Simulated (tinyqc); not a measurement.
What each parameter of the potential does: deformation potentials from a strained empirical pseudopotential.

Diamond lattice, no spin-orbit coupling. Atomic form factor V(q) = a1 (q^2 - a2)/(a3 exp(a4 q^2) - 1) in rydberg with q in 1/bohr, for the unstrained cell. Under a strain e the reciprocal vectors and k go over into (1 + e)^(-1) G, the atoms sit at +/- tau with tau = (1 + e) a (1,1,1)/8 - zeta a (eyz, ezx, exy)/4, and H(G,G') = c |k + G|^2 delta + (V(q)/det(1 + e)) cos(q.tau), q = G - G', with the term q = 0 left out; c = hbar^2/2m0. The basis is fixed before straining: all G with |k + G|^2 up to 16 (2 pi/a)^2. k is given in units of 2 pi/a of the unstrained cell.

Constants: hbar^2/2m0 = 3.80998211 eV angstrom^2; Ry = 13.60569312 eV; a0 (Bohr radius) = 0.5291772105 angstrom.

Parameters, chosen for this exercise (near those of Si; the results hold for these values, not for the real material):
- a = 5.432 angstrom (lattice constant)
- a1 = 0.542
- a2 = 2.207
- a3 = 2.046
- a4 = 0.49
- kD = 0.82 2 pi/a (position of the Delta minimum)

Gaps from the valence top to level 8 at Gamma and level 5 at (kD,0,0) and L, and their deformation potentials [E(+h) - E(-h)]/(3 ln((1 + h)/(1 - h))) for e = +/- h 1, h = 0.002. The row for the lattice constant keeps V(q) without the volume factor, so it is not a strain.

Results for these values:
```
case  Gamma (eV)  Delta (eV)  L (eV)  potential Gamma (eV)  potential Delta (eV)  potential L (eV)
base       4.039       1.265   2.063                 -8.92                  2.63             -1.93
```

What happens to each result for a2 = 2.185, all else kept?

Answer: Gamma rises from 4.039 to 4.157; Delta falls from 1.265 to 1.189; L rises from 2.063 to 2.066; potential Gamma rises from -8.92 to -8.85; potential Delta rises from 2.63 to 2.69; potential L rises from -1.93 to -1.90.

The same for each parameter in turn:
```
case                Gamma (eV)  Delta (eV)  L (eV)  potential Gamma (eV)  potential Delta (eV)  potential L (eV)
base                     4.039       1.265   2.063                 -8.92                  2.63             -1.93
a = 5.378 angstrom       4.165       0.963   1.958                 -8.62                  2.94             -1.75
a1 = 0.547               4.081       1.332   2.113                 -9.00                  2.62             -1.95
a2 = 2.185               4.157       1.189   2.066                 -8.85                  2.69             -1.90
a3 = 2.066               3.994       1.173   1.999                 -8.83                  2.63             -1.93
a4 = 0.495               3.945       1.177   1.986                 -8.75                  2.71             -1.85
```

Computed by tinyqc, a small Python program: `OMP_NUM_THREADS=1 python tinyqc.py 1880034 1880035 out.jsonl` (the numbers bound the seed that draws the inputs); one thread of a shared host (Intel(R) Xeon(R) Processor @ 2.30GHz), about 0.2 s for the whole set of steps.
